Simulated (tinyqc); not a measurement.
Two-mode optical phonons of a ternary alloy from two coupled oscillators: one step, computed by the program tinyqc. Command: `OMP_NUM_THREADS=1 python tinyqc.py 3000412 3000413 out.jsonl twomode walk`. One thread of a shared host (Intel(R) Xeon(R) Processor @ 2.30GHz), about 0.01 s of CPU time with the checks.

An alloy A(x)B(1-x)C has an A-C and a B-C bond oscillator. Each TO frequency moves linearly from the impurity mode (dilute end) to the TO of the pure crystal; each strength is proportional to the number of bonds.

Task: Share of the polar coupling. eps(omega) = eps_inf + W_1/(omega_1^2 - omega^2) + W_2/(omega_2^2 - omega^2) = 0 is the eigenproblem of the matrix [[omega_1^2 + W_1/eps_inf, sqrt(W_1 W_2)/eps_inf], [sqrt(W_1 W_2)/eps_inf, omega_2^2 + W_2/eps_inf]] for omega_LO^2. The polar coupling of mode j is c_j = (u_j . sqrt(W))^2/(eps_inf^2 omega_j^2), u_j its eigenvector and omega_j here its LO frequency; the c_j add up to 1/eps_inf - 1/eps_s. Froehlich constant alpha_j = (e^2/(4 pi eps_0)) c_j k_j/(2 E_j), E_j = h c omega_j, k_j = sqrt(m* E_j/(hbar^2/(2 m_0))).

Inputs (values chosen for the exercise, for a model alloy): electron mass m* = 0.12 m_0.

omega_1 (A-C, TO) = 538.77 1/cm

omega_2 (B-C, TO) = 331.41 1/cm

eps_inf = 5.7112

W_1 = 279162.1 1/cm^2

W_2 = 55707.42 1/cm^2

Constants: e^2/(4 pi eps_0) = 14.39964548 eV angstrom; hbar^2/(2 m_0) = 3.80998212 eV angstrom^2; 1 THz = 33.35640952 1/cm; h x 1 THz = 4.135667696 meV.

Give: c_j, lower and upper mode; share of the upper mode; alpha_j, lower and upper mode.

Result:

c_j, lower and upper mode: [0.008753, 0.02707]

share of the upper mode = 0.7557

alpha_j, lower and upper mode: [0.05426, 0.1285]
